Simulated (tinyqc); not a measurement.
Inside a calculation. Method: tight binding, dimerised chain. One step of it, computed by the program tinyqc.

Problem. Levels at X. Diagonalise the Hermitian matrix.

H(k) at X (eV):
```
           A          B
A   0.000000  -0.860000
B  -0.860000   0.000000
```

Give: eigenvalues; weights |c|^2 of the basis functions.

Solution.

eigenvalues (eV): -0.860  0.860

weights |c|^2 of the basis functions:
```
   band 1  band 2
A   0.500   0.500
B   0.500   0.500
```
